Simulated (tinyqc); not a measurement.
Gate voltage for a given inversion charge.

Question. p-type body, charge-sheet picture, depletion and inversion only, full ionisation (an idealisation for deep acceptors), Boltzmann statistics (rough once Na exp(x - xn) passes about Nc/7). In units of Vt: xg = (Vg - Vfb)/Vt, x = psi/Vt, G = gamma/sqrt(Vt), xn = (2 phiF + Vc)/Vt. The implicit equation is (xg - x)^2 = G^2 [x - 1 + exp(x - xn)] for x above about 3. Cox = eps0 eox/tox. ni = sqrt(Nc Nv) exp(-Eg/(2 Vt)), Eg in volts; phiF = Vt ln(Na/ni); gamma = sqrt(2 q eps0 eps_r Na)/Cox. N_inv = (Cox Vt G/q) [sqrt(x - 1 + exp(x - xn)) - sqrt(x - 1)]. Find x - xn, psi and Vg.

Parameters, values chosen for the exercise; band and dielectric values close to those of silicon: temperature T = 300 K; band gap Eg = 1.11 eV; relative permittivity eps_r = 11.9; conduction-band density of states at T Nc = 2.83e19 cm^-3; valence-band density of states at T Nv = 2.7e19 cm^-3; relative permittivity of the gate insulator (close to silicon dioxide) eox = 3.9; insulator thickness tox = 1.4 nm; acceptor density Na = 8.6e17 cm^-3; flat-band voltage Vfb = -0.81 V; channel-body voltage Vc = 0.2 V.

Constants: q = 1.602176634e-19 C, kB = 1.380649e-23 J/K, Vt = kB T/q, eps0 = 8.8541878128e-14 F/cm where lengths are in cm. Results are converted to the units shown.

N_inv = 1.6e10 cm^-2

Answer. N_inv rises steadily with x, so it fixes x; the implicit equation then gives xg directly.

x - xn = -0.959
psi = 1.11 V
Vg = 0.524 V

Computed by the program tinyqc: `OMP_NUM_THREADS=1 python tinyqc.py 2122057 2122058 out.jsonl`, one thread of a shared Intel Xeon 2.30GHz, about 0.01 s for the whole run.
